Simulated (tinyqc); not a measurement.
Spectrum around the gap: Franz-Keldysh effect at a direct gap.

Parabolic bands, vertical transitions, no excitons. For each hole band j: mr = me mj/(me + mj); joint density of states J_j(E) = (mr/c)^(3/2) sqrt(E - Eg)/(2 pi^2), both spins, c = hbar^2/2m0; averaged matrix element |e.p|^2 = m0 Ep/6; alpha_j(E) = 4 pi^2 alpha_f c Ep J_j/(3 nr E) in 1/angstrom (alpha_f the fine-structure constant, listed as alpha among the constants), times 1e8 for 1/cm.

In a field Fd (1 kV/cm = 1e-5 V/angstrom) the electro-optic energy of band j is th = (c (e Fd)^2/mr)^(1/3), and sqrt(E - Eg) in J_j is replaced by pi sqrt(th) [Ai'(b)^2 - b Ai(b)^2] with b = (Eg - E)/th; Ai is the Airy function.

Constants: hbar^2/2m0 = 3.80998211 eV angstrom^2; fine-structure constant alpha = 0.007297352564.

Values chosen for the exercise (near those of GaAs; shifted at random, so the results belong to these values and not to a real crystal): Eg = 1.404 eV (direct gap); me = 0.0665 m0 (electron mass); mhh = 0.49 m0 (heavy-hole mass); mlh = 0.08 m0 (light-hole mass); Ep = 25.9 eV (Kane energy); nr = 3.63 (refractive index); Fd = 190 kV/cm (uniform field).

Absorption (1/cm):

| E - Eg (eV) | alpha(0) | alpha(F) | change |
|---|---|---|---|
| -0.1543 | 0 | 3.161 | 3 |
| -0.1234 | 0 | 13.57 | 14 |
| -0.0926 | 0 | 52.53 | 53 |
| -0.0617 | 0 | 182.2 | 182 |
| -0.0309 | 0 | 551.0 | 551 |
| 0.0000 | 0 | 1434 | 1434 |
| 0.0309 | 4594 | 3130 | -1464 |
| 0.0617 | 6356 | 5588 | -767 |
| 0.0926 | 7625 | 8045 | 419 |
| 0.1234 | 8625 | 9361 | 736 |
| 0.1543 | 9453 | 9485 | 31 |
| 0.1851 | 10153 | 9780 | -373 |
| 0.2468 | 11286 | 1.145e+04 | 162 |
| 0.3085 | 12163 | 1.222e+04 | 52 |

What does the comparison show?

At the gap alpha(F) = 1434 1/cm; 123.4 meV below it 13.6 1/cm remain, the tail falling as exp(-(4/3) b^(3/2)). Among the energies listed the largest rise is 1434 1/cm at E - Eg = 0.0 meV and the largest fall -1464 1/cm at 30.9 meV. It changes sign between 0.0 and 30.9 meV, between 61.7 and 92.6 meV, between 154.3 and 185.1 meV and between 185.1 and 246.8 meV; th is 61.7 meV for heavy holes and 72.4 meV for light holes.

tinyqc: `OMP_NUM_THREADS=1 python tinyqc.py 1680198 1680199 out.jsonl`; about 0.01 s, one thread, shared Intel(R) Xeon(R) Processor @ 2.30GHz.
